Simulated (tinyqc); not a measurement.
Inside a calculation. Model: Born-von Karman spring model of a cubic crystal with one atom per cell. Computed by tinyqc, a small Python program that keeps every step. Command: `OMP_NUM_THREADS=1 python tinyqc.py 3019180 3019181 out.jsonl springs walk`. One thread of a shared host (Intel(R) Xeon(R) Processor @ 2.30GHz), about 0.1 s of CPU time with the checks. Intermediate numbers are printed to about 6 digits and carried at full precision; extremes and crossings named in words are read from the listed rows.

First neighbours lie at a/2 (1,1,1) (8 of them), second at a (1,0,0) (6), with all permutations and signs; the volume per atom is Omega = a^3/2. Two shells of springs match a real metal only roughly, above all at the zone boundary.

Inputs (values chosen for the exercise, modelled on sodium):
```
quantity,value,unit
lattice constant a,4.23,angstrom
atomic mass M,22.99,u
radial spring k1L,0.239,eV/angstrom^2
transverse spring k1T,-0.0099,eV/angstrom^2
radial spring k2L,0.033,eV/angstrom^2
transverse spring k2T,0.0049,eV/angstrom^2
mesh divisions n,10,-
temperature T,50,K
```

Lattice: bcc.

wave vector q (2 pi/a): [0.35, 0.37, 0]

Constants: nu for 1 eV/(angstrom^2 u) = 15.6333042 THz; 1 eV/angstrom^3 = 160.2176634 GPa; u = 1.6605390666e-27 kg; h x 1 THz = 4.135667696 meV; k_B = 8.617333262e-05 eV/K; hbar^2/u = 4.18015928e-03 eV angstrom^2; hbar = 1.054571817e-34 J s; k_B = 1.380649e-23 J/K.

## Dynamical matrix at q

A neighbour at R with unit vector n couples by the matrix K(R) = kL n n^T + kT (1 - n n^T), and D(q) = (1/M) sum_R K(R) [1 - cos(q.R)].

D(q) (eV/(angstrom^2 u)):
```
,x,y,z
x,0.0261176,0.0236082,0.0000000
y,0.0236082,0.0263541,0.0000000
z,0.0000000,0.0000000,0.0222362
```

## Frequencies and polarisations

Diagonalise D. An eigenvalue lambda of D in eV/(angstrom^2 u) gives nu = 15.6333042 THz x sqrt(lambda). Eigenvectors are columns, with the largest component positive; the longitudinal weight is (e.q)^2/q^2.

eigenvalues (eV/(angstrom^2 u)): [0.0026274, 0.0222362, 0.0498443]

frequencies (THz): [0.80134, 2.33121, 3.49027]

polarisation vectors:
```
,mode 1,mode 2,mode 3
x,0.70888,0.00000,0.70533
y,-0.70533,0.00000,0.70888
z,0.00000,1.00000,0.00000
```

longitudinal weights: [0.000638, 0.000000, 0.999362]

Mode 3 is the most longitudinal, with weight 1.00.

## Elastic constants from long waves

[ij,kl] = (1/(2 Omega)) sum_R K_ij R_k R_l; C11 = [xx,xx], C44 = [xx,yy], C12 = 2 [xy,xy] - C44; B = (C11 + 2 C12)/3; Zener ratio A = 2 C44/(C11 - C12). K(R) = kL n n^T + kT (1 - n n^T).

C11 = 8.03487 GPa

C12 = 6.66374 GPa

C44 = 5.90621 GPa

bulk modulus B = 7.12079 GPa

Zener ratio A = 8.61510

C12 - C44 = 0.76 GPa: the Cauchy relation fails because sum_R kT R^2 is not zero; a negative sum gives a positive Cauchy pressure.

## Sound velocities

rho = M/Omega and v = sqrt(C/rho), with C = C11, C44, C44 along [100]; (C11 + C12 + 2 C44)/2, C44, (C11 - C12)/2 along [110]; (C11 + 2 C12 + 4 C44)/3 and twice (C11 - C12 + C44)/3 along [111].

density rho = 1008.78 kg/m^3

Velocities (m/s):
```
direction,longitudinal,transverse 1,transverse 2
[100],2822.22,2419.67,2419.67
[110],3624.93,2419.67,824.38
[111],3855.54,1550.70,1550.70
```

Along [110] the two transverse waves differ by a factor sqrt(2 C44/(C11 - C12)) = 2.935.

## Frequencies at the zone boundary

The formulas are those given above.

Frequencies (THz) at points given in 2 pi/a:
```
point,nu 1,nu 2,nu 3
"H (1, 0, 0)",3.52534,3.52534,3.52534
"N (0.5, 0.5, 0)",0.87730,2.57502,3.85767
"P (0.5, 0.5, 0.5)",2.83443,2.83443,2.83443
```

## Highest frequency at H

Take the highest frequency at H = (1, 0, 0) (2 pi/a).

highest frequency at H = 3.52534 THz

## Dispersion against the sound-wave line

The last column divides the top branch by the straight line with its slope at G. End points in 2 pi/a: H = (1, 0, 0), N = (0.5, 0.5, 0).

Frequencies (THz) along two lines:
```
line,fraction of the way,nu 1,nu 2,nu 3,nu 3 / linear
G-H,0.10,0.56924,0.56924,0.66192,0.992094
G-H,0.25,1.38716,1.38716,1.58798,0.952036
G-H,0.40,2.11713,2.11713,2.35861,0.883782
G-H,0.55,2.71834,2.71834,2.92489,0.797071
G-H,0.70,3.16273,3.16273,3.28405,0.703170
G-H,0.85,3.43419,3.43419,3.46986,0.611847
G-H,1.00,3.52534,3.52534,3.52534,0.528385
G-N,0.10,0.13724,0.40282,0.60347,0.995893
G-N,0.25,0.33573,0.98542,1.47626,0.974495
G-N,0.40,0.51567,1.51356,2.26748,0.935489
G-N,0.55,0.66711,1.95806,2.93339,0.880163
G-N,0.70,0.78168,2.29436,3.43721,0.810332
G-N,0.85,0.85306,2.50387,3.75108,0.728270
G-N,1.00,0.87730,2.57502,3.85767,0.636620
```

Along G-H the top branch ends at 53 % of its linear extrapolation. Along G-N the top branch ends at 64 % of its linear extrapolation, which is the 2/pi of a pure sine: planes normal to this line couple to their next planes alone. A Debye model keeps the straight line throughout.

## Thermal sums on a mesh

Mesh: q = sum_i (m_i + 1/2)/n b_i, m_i = 0..n-1, with b = [[0, 1, 1], [1, 0, 1], [1, 1, 0]] in 2 pi/a; sums are averages over the n^3 points, per atom. With x = h nu/(k_B T) and n = 1/(exp(x) - 1) for each mode: F = k_B T [x/2 + ln(1 - exp(-x))], U = k_B T x (n + 1/2), S/k_B = x n - ln(1 - exp(-x)), C/k_B = x^2 n (n + 1). <u_x^2> = (1/3) sum over modes of hbar^2/(2 M h nu) coth(x/2); zero-point energy = sum h nu/2. <u_x^2> converges slowly with the mesh, from below, with an error of order 1/n.

free energy F = 13.7470 meV/atom

energy U = 19.1517 meV/atom

entropy S = 1.25438 k_B/atom

heat capacity C = 1.87464 k_B/atom

<u_x^2> = 0.0165185 angstrom^2

zero-point energy = 15.6502 meV/atom

C is 62 % of the classical 3 k_B, and the zero-point energy is 82 % of U.

## Debye temperature from the elastic constants

Christoffel matrix G_xx = C11 n_x^2 + C44 (1 - n_x^2), G_xy = (C12 + C44) n_x n_y, with eigenvalues rho v^2; v_m^-3 is the mean of v^-3 over three branches and all directions (12 Gauss-Legendre points in cos(theta) times 24 angles phi = (j + 1/2) pi/12); q_D = (6 pi^2/Omega)^(1/3); Theta = hbar v_m q_D/k_B.

mean velocity v_m = 1675.24 m/s

Debye wave number q_D = 1.16097 1/angstrom

elastic Debye temperature = 148.556 K

## Full spectrum, Debye and Einstein heat capacities

Mesh: q = sum_i (m_i + 1/2)/n b_i, m_i = 0..n-1, with b = [[0, 1, 1], [1, 0, 1], [1, 1, 0]] in 2 pi/a; sums are averages over the n^3 points (here n = 14), per atom. Debye: C = 9 k_B (T/Theta)^3 int_0^(Theta/T) x^4 e^x/(e^x - 1)^2 dx with the elastic Theta. Einstein: three modes at the root-mean-square frequency. The last column is the Theta that makes the Debye formula give the full C at that T.

root-mean-square frequency = 2.66908 THz

Heat capacity (k_B/atom):
```
T (K),full spectrum,Debye,Einstein,Theta from C (K)
18,0.40498,0.38281,0.12352,145.332
27,0.88085,0.93913,0.59791,153.810
37,1.38493,1.50247,1.20204,158.548
52,1.93354,2.05987,1.85203,161.710
74,2.37850,2.47280,2.35105,163.507
110,2.68955,2.74329,2.68279,164.514
150,2.82625,2.85788,2.82414,164.907
220,2.91714,2.93270,2.91666,165.154
```

The apparent Theta runs from 145 to 165 K against the elastic 149 K; at high T it tends to sqrt(5/3) h nu_rms/k_B = 165 K. At the lowest T the Debye value is 0.95 and the Einstein value 0.30 times the full one; dispersion bends the branches below the sound lines, so the real spectrum has more low modes than Debye assumes. At the highest T Debye misses by 0.53 % and Einstein by 0.016 %.

Checks made by the program: slopes of the dispersion along [110] against the sound velocities (relative difference 2e-08); F = U - T S (relative difference below 1e-10).
